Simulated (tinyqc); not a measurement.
# Ballistic Schottky-barrier transistor with a two-dimensional channel, WKB contacts: what changes with what

Source Fermi level 0, drain Fermi level -Vd. Far from the contacts Ec = pn - psi, and the gate moves psi one to one; the band edges relax as exp(-x/lam) from pn at the source and pn - Vd at the drain; Ev = Ec - Eg. A carrier of energy w inside the channel band meets at a contact a barrier of height D (the contact edge beyond the channel edge): T = 1 for w >= D, else exp(-S), S = 4 lam sqrt(m/C) [sqrt(D - w) - sqrt(w) arctan sqrt((D - w)/w)], C = hbar^2/(2 m0). The two contacts combine as Ts Td/(Ts + Td - Ts Td).

Values chosen for this exercise; channel values close to those of a molybdenum disulphide layer:
```
symbol  value  unit                                    meaning
T         300     K                                temperature
Eg        1.7    eV                                   band gap
pn       0.12    eV     barrier for electrons at both contacts
mn       0.49    m0                              electron mass
mp       0.57    m0                                  hole mass
g           2                              valleys or subbands
lam       1.8    nm           screening length at the contacts
Vd       0.05     V                                 drain bias
ps       0.18     V  band shift psi of the channel by the gate
```

Constants: q = 1.602176634e-19 C, kB = 1.380649e-23 J/K, hbar = 1.054571817e-34 J s, h = 6.62607015e-34 J s, m0 = 9.1093837015e-31 kg, Vt = kB T/q, hbar^2/(2 m0) = 0.0380998212 eV nm^2. Results are converted to the units shown.

Each table varies one quantity; the others keep the values above.

## Effect of the screening length

I/W = g (2 q^2/h) int T(w) [N(Es + w) - N(Ed + w)] dw with w the energy of motion along the channel, N(y) = (1/2 pi) sqrt(pi m kB T/C) Fm(-y/kB T), Fm(x) = (1/sqrt(pi)) int_0^infinity u^(-1/2)/(1 + exp(u - x)) du. Electrons: Ds = psi, Dd = psi - Vd, Es = Ec, Ed = Ec + Vd. Holes: Ds = -psi, Dd = Vd - psi, Es = -Ev, Ed = -Ev - Vd. The size of each current is taken; both flow from drain to source and add. The integrals are converged.

Effect of the screening length:
```
lam (nm)  current of the electrons (uA/um)  share over the barriers (%)  |d psi/d log10| of this current (mV/decade)
0.5                                  417.4                        1.283                                        173.6
1.6                                  111.5                        4.800                                        194.1
2.6                                  57.87                        9.251                                        223.2
3.7                                  36.64                        14.61                                        263.0
4.8                                  26.98                        19.84                                        307.5
5.9                                  21.71                        24.66                                        354.6
6.9                                  18.71                        28.61                                        398.7
8                                    16.48                        32.49                                        447.7
```

The current falls from 417 to 16.5 uA/um, while the share over the barriers rises from 1.28 to 32.5 %: the thermionic part does not depend on lam, and a thinner barrier adds tunnelling. The swing rises from 174 to 448 mV/decade.

## Ambipolar transfer curve

Same model as above.

Swing = d(psi)/d(log10 I).

Results:
```
ps (V)  electrons (uA/um)  holes (uA/um)  I (uA/um)  swing (mV/decade)
-1.26           3.658e-21      1.544e-11  1.544e-11             -83.78
-1.12           8.224e-19      3.422e-13  3.422e-13             -85.51
-0.99           1.256e-16      1.072e-14  1.085e-14             -90.01
-0.85           2.824e-14      2.828e-16  2.853e-14              60.52
-0.71           6.350e-12      8.381e-18  6.350e-12              59.53
-0.57            1.428e-9      2.870e-19   1.428e-9              59.53
-0.43            3.211e-7      1.185e-20   3.211e-7              59.53
-0.29            7.219e-5      6.361e-22   7.219e-5              59.53
-0.15             0.01623      4.968e-23    0.01623              59.53
-0.01               3.640      5.283e-24      3.640              59.68
0.27                219.3      3.470e-28      219.3              316.5
```

Estimate the missing row, ps = 0.13 V.

Computed row:
```
ps (V)  electrons (uA/um)  holes (uA/um)  I (uA/um)  swing (mV/decade)
0.13                49.99      7.803e-26      49.99              163.1
```

With this row back in the table: I goes from 1.54e-11 through a minimum of 1.08e-14 (at ps = -0.99 V among the rows listed) to 219 uA/um; the exact minimum lies at psi = -0.928 V. Holes carry the left branch and electrons the right. The ratio of the last row to the smallest is 2.02e16 and of the first row 1420, with barriers of 0.12 eV for electrons and 1.58 eV for holes. The steepest swing among the rows is 59.5 mV/decade, against the thermionic limit 59.5.

Range of the model: No scattering, image-force lowering, channel charge or band-to-band tunnelling; parabolic kappa overstates S deep in the gap.

Computed by the program tinyqc: `OMP_NUM_THREADS=1 python tinyqc.py 2390019 2390020 out.jsonl`, one thread of a shared Intel Xeon 2.30GHz, about 0.2 s for the whole run.
